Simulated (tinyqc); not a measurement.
Inside a calculation. Model: deep trap from a strong local potential in a two-band host (Koster-Slater model with semi-elliptic bands). Computed by tinyqc, a small Python program that keeps every step. Command: `OMP_NUM_THREADS=1 python tinyqc.py 3016326 3016327 out.jsonl deeptrap walk`. One thread of a shared host (Intel(R) Xeon(R) Processor @ 2.30GHz), about 0.02 s of CPU time with the checks. Intermediate numbers are printed to about 6 digits and carried at full precision; extremes and crossings named in words are read from the listed rows.

The valence band spans -2 W_v to 0 and the conduction band E_g to E_g + 2 W_c. The orbital at the impurity site has weight f_v in the valence band and 1 - f_v in the conduction band, each spread as a semi-ellipse (2/(pi W^2)) sqrt(W^2 - x^2) about the band centre. The impurity adds U to this orbital. Spin is left out.

Inputs (values chosen for the exercise, with a gap close to that of ZnSe):
```
quantity                                value  unit
gap E_g                                  2.75    eV
half-width of the valence band W_v        4.7    eV
half-width of the conduction band W_c     4.2    eV
valence weight f_v of the site orbital    0.5     -
impurity potential U                    -6.91    eV
levels per band n                           3     -
trial energy E                          0.721    eV
```

Impurity: attractive, donor-like.

## Green function at the trial energy

In the gap G(E) = f_v (2/W_v^2)[x - sqrt(x^2 - W_v^2)] - (1 - f_v)(2/W_c^2)[y - sqrt(y^2 - W_c^2)], x = E + W_v, y = E_g + W_c - E. The potential that would put a level at E is U = 1/G(E).

valence part = 0.123117 1/eV

conduction part = -0.0923442 1/eV

G(E) = 0.0307730 1/eV

potential needed = 32.4960 eV

## Thresholds and the vacancy level

G falls across the gap from G(0) to G(E_g). A repulsive U binds if U > 1/G(0), an attractive one if U < 1/G(E_g); the vacancy level (U infinite) solves G(E) = 0 (bisection).

G(0) = 0.132685 1/eV

G(E_g) = -0.162511 1/eV

repulsive threshold = 7.53664 eV

attractive threshold = -6.15341 eV

vacancy level = 1.24118 eV

## The trap level

The trap level solves G(E) = 1/U (bisection). With D = -dG/dE = D_v + D_c, D_v = f_v (2/W_v^2)[x/sqrt(x^2 - W_v^2) - 1] and D_c = (1 - f_v)(2/W_c^2)[y/sqrt(y^2 - W_c^2) - 1], the weight on the impurity orbital is 1/(U^2 D) and the conduction-band character is D_c/D.

trap level E_t = 2.73756 eV

weight on the impurity orbital = 0.0301444

conduction-band character = 0.981086

depth below the conduction band = 0.0124356 eV

The level comes down from the conduction band and has covered 1 % of the way to the vacancy level, which it can never pass; 97 % of the state lies on host orbitals.

## The same problem as a small matrix

Each band is replaced by n levels e_k = centre + W cos(k pi/(n + 1)) with weights w_k = f (2/(n + 1)) sin^2(k pi/(n + 1)), k = 1..n (valence first); H_kl = e_k delta_kl + U sqrt(w_k w_l).

host levels e_k (eV): -1.37660  -4.70000  -8.02340  9.91985  6.95000  3.98015

weights w_k: 0.125  0.250  0.125  0.125  0.250  0.125

H (eV):
```
          1         2         3         4         5         6
1  -2.24035  -1.22153  -0.86375  -0.86375  -1.22153  -0.86375
2  -1.22153  -6.42750  -1.22153  -1.22153  -1.72750  -1.22153
3  -0.86375  -1.22153  -8.88715  -0.86375  -1.22153  -0.86375
4  -0.86375  -1.22153  -0.86375   9.05610  -1.22153  -0.86375
5  -1.22153  -1.72750  -1.22153  -1.22153   5.22250  -1.22153
6  -0.86375  -1.22153  -0.86375  -0.86375  -1.22153   3.11640
```

## Levels of the small matrix

Diagonalise H (2n rows). The trap level, between the highest valence and the lowest conduction e_k, is number n + 1 from below for an attractive impurity and number n for a repulsive one.

levels (eV): -10.2519  -6.3212  -2.0049  3.0490  5.8639  9.5051

trap level of the matrix = 3.04896 eV

It misses the Green-function level by +0.3114 eV; with so few levels per band it even lies inside the true band.

## Chemical trend: level against potential

U is 1.05, 1.2, 1.5, 2, 3, 5, 10 and 30 times the threshold, rounded to three digits; the largest values are formal and only show the vacancy limit.

Trend:
```
U (eV)   E_t (eV)  weight on the impurity  conduction character  E_t - vacancy level (eV)
-6.46     2.74774               0.0142188              0.992234                   1.50656
-7.38     2.72044               0.0420256              0.969717                   1.47926
-9.23     2.61949               0.0618589              0.927367                   1.37830
-12.30    2.42834               0.0593919              0.865743                   1.18716
-18.50    2.12631               0.0385825              0.773513                   0.88513
-30.80    1.80752               0.0170745              0.673089                   0.56634
-61.50    1.53208               0.0046616              0.582724                   0.29090
-185.00   1.33832               0.0005253              0.517544                   0.09713
```

dE_t/dU equals the weight on the impurity, which peaks at 0.062 (U = -9.23 eV) and falls to 5.3e-4 in the last row, so beyond the peak each further eV of potential moves the level less. The level nears the vacancy level, 1.241 eV, as 1/U: it is 0.291 eV away at 10 times the threshold and 0.097 eV at 30 times, and the state is then host-like.

## Opening the gap, as alloying or pressure does

The conduction band is shifted rigidly; widths, weights and U stay.

Against the gap:
```
E_g (eV)  E_t (eV)  depth below E_c (eV)  conduction character
1.38          none                     -                     -
1.79       1.78982             0.0001775              0.996676
2.20       2.19641             0.0035938              0.987537
2.48       2.47234             0.0076577              0.983675
2.75       2.73756             0.0124356              0.981086
3.16       3.13925             0.0207539              0.978569
3.58       3.54991             0.0300867              0.977141
4.40       4.35067             0.0493272              0.976238
```

As the conduction band moves up by 2.610 eV the level follows by 2.561 eV, a mean slope of 0.98; the local slope is the conduction character. A shallow donor would follow with slope 1 and a shallow acceptor with slope 0. For E_g = 1.38 eV there is no level in the gap: it has merged into a band.

Checks made by the program: closed form against a 4000-point quadrature of the densities of states (relative difference below 1e-10); 200 levels per band against the Green function (relative difference below 1e-10).
